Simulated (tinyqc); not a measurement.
Donor level screened by free carriers (Yukawa potential): one step. One-parameter trial function. Five cases, with inputs chosen for the exercise.

Problem. For exp(-z r): E(z) = z^2 - 8 z^3/(2z + x)^2 in Ry*. Scan z = 0.5, 0.6, ..., 1.1, then minimise; first order gives -1 + 2x.

Potential -(q/(eps r)) exp(-ks r), q = e^2/(4 pi eps0). In units Ry* = Ry m/eps^2 and a* = a0 eps/m the problem is [-Laplacian - 2 exp(-x r)/r] psi = E psi with x = ks a*.

Case 1.

x = 0.461650
Ry* = 32.97779 meV

Case 2.

x = 0.616925
Ry* = 55.25014 meV

Case 3.

x = 0.188832
Ry* = 8.87995 meV

Case 4.

x = 0.641627
Ry* = 6.97558 meV

Case 5.

x = 0.187980
Ry* = 56.83486 meV

Give: Scan (Ry*); best z; E; binding.

Solution.

Case 1.

Scan (Ry*):

| z | kinetic | potential | E |
|---|---|---|---|
| 0.5 | 0.2500 | -0.4681 | -0.2181 |
| 0.6 | 0.3600 | -0.6258 | -0.2658 |
| 0.7 | 0.4900 | -0.7917 | -0.3017 |
| 0.8 | 0.6400 | -0.9637 | -0.3237 |
| 0.9 | 0.8100 | -1.1402 | -0.3302 |
| 1.0 | 1.0000 | -1.3202 | -0.3202 |
| 1.1 | 1.2100 | -1.5030 | -0.2930 |

best z = 0.890
E = -0.3302 Ry*
binding = 10.89 meV

First order in x would give -0.077 Ry*, a rigid shift by q ks/eps; it overstates the loss of binding by 0.254 Ry*.

Case 2.

Scan (Ry*):

| z | kinetic | potential | E |
|---|---|---|---|
| 0.5 | 0.2500 | -0.3825 | -0.1325 |
| 0.6 | 0.3600 | -0.5234 | -0.1634 |
| 0.7 | 0.4900 | -0.6745 | -0.1845 |
| 0.8 | 0.6400 | -0.8334 | -0.1934 |
| 0.9 | 0.8100 | -0.9984 | -0.1884 |
| 1.0 | 1.0000 | -1.1682 | -0.1682 |
| 1.1 | 1.2100 | -1.3419 | -0.1319 |

best z = 0.815
E = -0.1936 Ry*
binding = 10.70 meV

First order in x would give 0.234 Ry*, a rigid shift by q ks/eps; it overstates the loss of binding by 0.427 Ry*.

Case 3.

Scan (Ry*):

| z | kinetic | potential | E |
|---|---|---|---|
| 0.5 | 0.2500 | -0.7076 | -0.4576 |
| 0.6 | 0.3600 | -0.8959 | -0.5359 |
| 0.7 | 0.4900 | -1.0870 | -0.5970 |
| 0.8 | 0.6400 | -1.2800 | -0.6400 |
| 0.9 | 0.8100 | -1.4744 | -0.6644 |
| 1.0 | 1.0000 | -1.6698 | -0.6698 |
| 1.1 | 1.2100 | -1.8659 | -0.6559 |

best z = 0.978
E = -0.6703 Ry*
binding = 5.95 meV

First order in x would give -0.622 Ry*, a rigid shift by q ks/eps; it overstates the loss of binding by 0.048 Ry*.

Case 4.

Scan (Ry*):

| z | kinetic | potential | E |
|---|---|---|---|
| 0.5 | 0.2500 | -0.3711 | -0.1211 |
| 0.6 | 0.3600 | -0.5095 | -0.1495 |
| 0.7 | 0.4900 | -0.6583 | -0.1683 |
| 0.8 | 0.6400 | -0.8151 | -0.1751 |
| 0.9 | 0.8100 | -0.9783 | -0.1683 |
| 1.0 | 1.0000 | -1.1464 | -0.1464 |
| 1.1 | 1.2100 | -1.3187 | -0.1087 |

best z = 0.802
E = -0.1751 Ry*
binding = 1.22 meV

First order in x would give 0.283 Ry*, a rigid shift by q ks/eps; it overstates the loss of binding by 0.458 Ry*.

Case 5.

Scan (Ry*):

| z | kinetic | potential | E |
|---|---|---|---|
| 0.5 | 0.2500 | -0.7086 | -0.4586 |
| 0.6 | 0.3600 | -0.8970 | -0.5370 |
| 0.7 | 0.4900 | -1.0882 | -0.5982 |
| 0.8 | 0.6400 | -1.2813 | -0.6413 |
| 0.9 | 0.8100 | -1.4757 | -0.6657 |
| 1.0 | 1.0000 | -1.6711 | -0.6711 |
| 1.1 | 1.2100 | -1.8673 | -0.6573 |

best z = 0.978
E = -0.6716 Ry*
binding = 38.17 meV

First order in x would give -0.624 Ry*, a rigid shift by q ks/eps; it overstates the loss of binding by 0.048 Ry*.

Computed by tinyqc, one run a case: `OMP_NUM_THREADS=1 python tinyqc.py N N+1 out.jsonl` with N = 1280282, 1280365, 1280401, 1280578, 1280661; one thread of a shared Intel(R) Xeon(R) Processor @ 2.30GHz, about 0.02 s a run at most.
